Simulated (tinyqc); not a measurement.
What grading buys: minority-electron transport through the base of a bipolar transistor (Moll-Ross and Kroemer integrals). Computed by tinyqc, a small Python program. Command: `OMP_NUM_THREADS=1 python tinyqc.py 3016592 3016593 out.jsonl base walk`. One thread of a shared host (Intel(R) Xeon(R) Processor @ 2.30GHz), about 0.01 s of CPU time with the checks.

Low injection, one dimension, x from the emitter edge (0) to the collector edge (W), s = x/W. Recombination is treated as a small correction (valid for tau_B well below tau_n), computed from the stored charge.

Inputs (values chosen for the exercise, modelled on GaAs):

| quantity | value | unit |
|---|---|---|
| base doping at the emitter edge N_0 | 2.8e+18 | 1/cm^3 |
| base width W | 55 | nm |
| mu_min | 950 | cm^2/(V s) |
| mu_max | 7220 | cm^2/(V s) |
| N_ref | 1.2e+17 | 1/cm^3 |
| saturation velocity v_s | 0.75 | 1e7 cm/s |
| temperature T | 300 | K |
| doping ratio N_0/N(W) | 40 | - |

Base doping profile: Gaussian. Gap grading: linear. Exit of the base: infinite sink.

Constants: k_B = 8.617333262e-05 eV/K.

Method. N(x) = N_0 (ratio)^(-s^2); n_i(x)^2 = n_i^2 exp(s dE_g/k_B T); D(x) = (k_B T/e) mu, mu = mu_min + (mu_max - mu_min)/(1 + (N/N_ref)^0.7). With y(x) = N n_i^2/(D n_i(x)^2): base Gummel number G_B = int_0^W y dx; J_C = e n_i^2 exp(e V_BE/k_B T)/G_B; n(x) = (J_C/e)(n_i(x)^2/(N n_i^2)) [int_x^W y dx]; transit time tau_B = (e/J_C) int n dx; trapezoid rule on 401 even points.

The same base with other gradings:

| dE_g (meV) | dE_g/k_B T | G_B (s/cm^4) | J_C gain | tau_B (ps) | speed gain |
|---|---|---|---|---|---|
| 0 | 0.000 | 1.5409e+11 | 1.0000 | 0.11073 | 1.0000 |
| 25 | 0.967 | 1.2219e+11 | 1.2611 | 0.09423 | 1.1752 |
| 50 | 1.934 | 9.9720e+10 | 1.5452 | 0.08168 | 1.3557 |
| 75 | 2.901 | 8.3366e+10 | 1.8484 | 0.07190 | 1.5400 |
| 100 | 3.868 | 7.1110e+10 | 2.1670 | 0.06411 | 1.7273 |
| 150 | 5.802 | 5.4277e+10 | 2.8390 | 0.05254 | 2.1076 |
| 200 | 7.736 | 4.3481e+10 | 3.5439 | 0.04442 | 2.4928 |
| 300 | 11.605 | 3.0748e+10 | 5.0114 | 0.03386 | 3.2707 |

At 100 meV J_C rises by a factor 2.17 and the transit is 1.73 times faster; at 300 meV the factors are 5.01 and 3.27. For a uniform base without exit term both tend to be linear in dE_g/k_B T, J_C as x/(1 - exp(-x)) and the speed as x/2. From 0 meV on the mean velocity W/tau_B exceeds v_s, so those speed gains are overstated.
